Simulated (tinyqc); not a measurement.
Thin (001) film in sp3s* tight binding with raised dangling bonds, step by step. Values are carried at full precision from step to step, so a last printed digit may differ when a step is redone from the rounded ones.

sp3s* tight binding, nearest neighbours only: anion (a) at 0, cation (c) at a/4 (1,1,1), orbitals s, px, py, pz, s* on each; k in units of 2 pi/a. With phases e_j = exp(i (pi/2) k.n_j) for n = (1,1,1), (1,-1,-1), (-1,1,-1), (-1,-1,1): g0 = (e1+e2+e3+e4)/4, g1 = (e1+e2-e3-e4)/4, g2 = (e1-e2+e3-e4)/4, g3 = (e1-e2-e3+e4)/4. The diagonal holds the levels Esa, Epa, Exa (s*) and Esc, Epc, Exc. Anion-cation block: <sa|sc> = Vss g0; <sa|xc> = Vsapc g1; <xa|sc> = -Vscpa g1; <xa|xc> = Vxx g0; <xa|yc> = <ya|xc> = Vxy g3, <xa|zc> = <za|xc> = Vxy g2, <ya|zc> = <za|yc> = Vxy g1; <s*a|xc> = Vxapc g1; <xa|s*c> = -Vpaxc g1; y and z take g2 and g3 in place of g1; s-s* and s*-s* vanish.

Inputs chosen for the exercise (out of a larger set: near a published set for Si, fitted to gaps, whose masses and valley positions are rough; not measured data):
```
symbol  value                                                                                           unit  meaning
p       (-4.225, 1.708, -4.225, 1.708, 6.638, 6.638, -8.275, 1.701, 4.577, 5.753, 5.753, 5.384, 5.384)  eV    order Esa, Epa, Esc, Epc, Exa, Exc, Vss, Vxx, Vxy, Vsapc, Vscpa, Vxapc, Vpaxc
N       4                                                                                                     atomic planes in the small film
dl      10                                                                                              eV    shift of the dangling hybrids
```

## Bulk edges along [001]

Gap at Gamma and minimum on (0,0,kz), kz from 0.5 to 1, from the bulk Ev. States at zero in-plane momentum come from this line alone.

edges (eV): Gamma 3.4020, Delta 1.1438

kz of the minimum = 0.7298 2 pi/a

## The two blocks of the small film

Planes alternate anion (a), cation (c) along [001], a/4 apart, starting with an anion; zero in-plane momentum; levels counted from the bulk Ev, the lower root of [[Epa, Vxx], [Vxx, Epc]]; no spin-orbit coupling. Block of s, pz, s*: from an anion to the cation above, Vss/2 (s,s), Vsapc/2 (s,z), -Vscpa/2 (z,s), Vxx/2 (z,z), Vxapc/2 (s*,z), -Vpaxc/2 (z,s*); to the cation below the same with the s-z and s*-z signs reversed. Block of u = (px + py)/sqrt2 and v = (px - py)/sqrt2: to the cation above (Vxx + Vxy)/2 for u and (Vxx - Vxy)/2 for v, to the cation below the reverse. Each surface atom has two dangling sp3 hybrids; raising both by dl adds (dl/2) [[1, t], [t, 1]] to its s, pz levels (t = -1 at the bottom face, +1 at the top) and dl to the one of u, v in whose plane the missing bonds lie (v for a bottom anion or a top cation, u for a top anion).

Fill them in.

s, pz, s* block (eV):
```
        sa1     za1    *a1     sc2     zc2     *c2     sa3     za3     *a3     sc4    zc4     *c4
sa1   0.768  -5.000      0  -4.138   2.877       0       0       0       0       0      0       0
za1  -5.000   6.701      0  -2.877   0.851  -2.692       0       0       0       0      0       0
*a1       0       0  6.631       0   2.692       0       0       0       0       0      0       0
sc2  -4.138  -2.877      0  -4.232       0       0  -4.138   2.877       0       0      0       0
zc2   2.877   0.851  2.692       0   1.701       0  -2.877   0.851  -2.692       0      0       0
*c2       0  -2.692      0       0       0   6.631       0   2.692       0       0      0       0
sa3       0       0      0  -4.138  -2.877       0  -4.232       0       0  -4.138  2.877       0
za3       0       0      0   2.877   0.851   2.692       0   1.701       0  -2.877  0.851  -2.692
*a3       0       0      0       0  -2.692       0       0       0   6.631       0  2.692       0
sc4       0       0      0       0       0       0  -4.138  -2.877       0   0.768  5.000       0
zc4       0       0      0       0       0       0   2.877   0.851   2.692   5.000  6.701       0
*c4       0       0      0       0       0       0       0  -2.692       0       0      0   6.631
```

u, v block (eV), rows ua1, va1, uc2, vc2, ua3, va3, uc4, vc4 and columns alike:
$$\begin{pmatrix}
1.701 & 0 & 3.139 & 0 & 0 & 0 & 0 & 0 \\
0 & 11.701 & 0 & -1.438 & 0 & 0 & 0 & 0 \\
3.139 & 0 & 1.701 & 0 & -1.438 & 0 & 0 & 0 \\
0 & -1.438 & 0 & 1.701 & 0 & 3.139 & 0 & 0 \\
0 & 0 & -1.438 & 0 & 1.701 & 0 & 3.139 & 0 \\
0 & 0 & 0 & 3.139 & 0 & 1.701 & 0 & -1.438 \\
0 & 0 & 0 & 0 & 3.139 & 0 & 1.701 & 0 \\
0 & 0 & 0 & 0 & 0 & -1.438 & 0 & 11.701
\end{pmatrix}$$

## Levels of the small film

Diagonalise both blocks.

levels of the s, pz, s* block (eV): [-11.327, -8.156, -3.635, 2.006, 2.239, 3.793, 5.836, 6.134, 8.184, 8.703, 11.096, 11.523]

levels of the u, v block (eV): [-2.238, -1.594, -0.800, 4.202, 4.551, 5.640, 11.857, 11.990]

No level lies between 0 and the bulk edge 1.144 eV; confinement has widened the gap at zero in-plane momentum to 2.807 eV.

## Checks

- Lowest conduction level of 201 planes, with the dangling hybrids shifted far away, against the bulk edge: both 1.144.

(tinyqc, `OMP_NUM_THREADS=1 python tinyqc.py 1452076 1452077 out.jsonl`, Intel(R) Xeon(R) Processor @ 2.30GHz, 1 thread, shared host, about 0.5 s.)
